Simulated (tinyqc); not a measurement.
Worked calculation: gas flow in a process chamber: flow regimes, conductance, effective pumping speed, pump-down, outgassing and purge. Computed by tinyqc, a small Python program that keeps every step. Command: `OMP_NUM_THREADS=1 python tinyqc.py 3120157 3120158 out.jsonl pump walk`. One thread of a shared host (Intel(R) Xeon(R) Processor @ 2.30GHz), about 0.06 s of CPU time with the checks. Intermediate numbers are printed to about 5 digits and carried at full precision; extremes and crossings named in words are read from the listed rows.

Ideal gas, isothermal flow, a pump of constant speed at the end of a round pipe; process gas, volume gas and outgassing are given the same properties. 1 sccm = 101325 Pa x 1e-6 m^3/60 s x T/273.15 K.

Inputs (values chosen for the exercise, modelled on hydrogen near room temperature): molar mass M = 2.016 g/mol; molecular diameter = 0.27 nm; viscosity eta = 8.9 micropascal s; temperature T = 300 K; chamber volume V = 54 L; wall area = 0.56 m^2; pipe diameter d = 10 cm; pipe length l = 28 cm; pump speed S = 520 L/s; process gas flow = 200 sccm; outgassing rate after 1 h = 1.2e-05 Pa m^3/(s m^2); outgassing exponent n = 0.9; starting pressure p0 = 1200 Pa; target base pressure = 4e-05 Pa.

Constants: k_B = 1.380649e-23 J/K; u = 1.6605390666e-27 kg.

## Molecular flow

Mean speed c = sqrt(8 k_B T/(pi m)); aperture conductance C_a = c pi d^2/16; molecular pipe C_m = C_a/(1 + 3 l/(4 d)) (Dushman form); viscous pipe C_v = pi d^4 p_mean/(128 eta l); Knudsen interpolation C = C_v + C_m (1 + x)/(1 + 1.24 x), x = d p_mean sqrt(m/(k_B T))/eta. Effective speed 1/S_eff = 1/S + 1/C_m; time constant V/S_eff; pressure at which the free path k_B T/(sqrt2 pi d_m^2 p) equals d.

mean speed c = 1775.0 m/s

C_a = 3485.2 L/s

C_m = 1124.3 L/s

S_eff in molecular flow = 355.55 L/s

time constant = 0.15188 s

pressure where the free path equals d = 0.12788 Pa

The pipe passes on 68 % of the pump speed.

## Process pressure

Steady flow: the pump inlet is at p_2 = Q/S, and the chamber pressure p_1 solves Q = C((p_1 + p_2)/2) (p_1 - p_2). Residence time = p_1 V/Q. Knudsen number = free path at the mean pressure over d.

throughput Q = 370.95 Pa L/s

p_2 = 0.71337 Pa

chamber pressure p_1 = 0.92730 Pa

conductance C = 1733.9 L/s

residence time = 0.13499 s

Knudsen number = 0.15589

The flow in the pipe is transitional.

## Purging a well-mixed chamber

With steady flow a contaminant decays as exp(-t/residence time); gas used = flow x time.

time to dilute 1e3 times = 0.93247 s

time to dilute 1e6 times = 1.8649 s

gas used for 1e6 = 6.2165 standard cm^3

## Pump-down curve

Pump-down: V dp/dt = -S_eff(p) p + q(t) A, with S_eff = S p_2/p, where p_2 solves C((p + p_2)/2) (p - p_2) = S p_2 at each moment, and q(t) = q_1 (1 h/(t + 10 s))^n; integrated adaptively. At long times p = q(t) A/S_eff. S_eff(p) is tabulated at 260 pressures and interpolated in ln p. Comparison columns: p0 exp(-t/time constant) with the molecular S_eff (0 below 1e-26 p0), and the outgassing limit.

Pressure against time:
```
t (s)       p (Pa)  S_eff (L/s)  volume gas only (Pa)  outgassing limit (Pa)
0.3     6.7262e+01       515.98            1.6647e+02             3.6778e-03
1       2.1452e-01       358.27            1.6583e+00             3.4665e-03
3       3.0187e-03       355.13            3.1671e-06             2.9826e-03
10      2.0397e-03       355.26                     0             2.0240e-03
30      1.0889e-03       355.39                     0             1.0846e-03
100     4.3702e-04       355.49                     0             4.3640e-04
300     1.7185e-04       355.52                     0             1.7176e-04
1000    5.9336e-05       355.54                     0             5.9327e-05
3600    1.8854e-05       355.55                     0             1.8853e-05
20000   4.0367e-06       355.55                     0             4.0366e-06
100000  9.4864e-07       355.55                     0             9.4864e-07
```

From t = 3 s on the pressure is within 20 % of the outgassing limit, which falls only as (t + 10 s)^-0.9: walls, not volume, set the time to base pressure. Early on viscous flow raises S_eff to 516 L/s, 1.5 times its molecular value.

## Time to base pressure

From the outgassing limit: t = 1 h x (q_1 A/(S_eff p_target))^(1/n) - 10 s; monolayer time at the target = 1e19 m^-2 x 4 k_B T/(p c) for unit sticking.

time to the target = 0.43196 h

monolayer time = 2.3335 s

Checks made by the program: throughput from C and the pressure drop (relative difference below 1e-10).
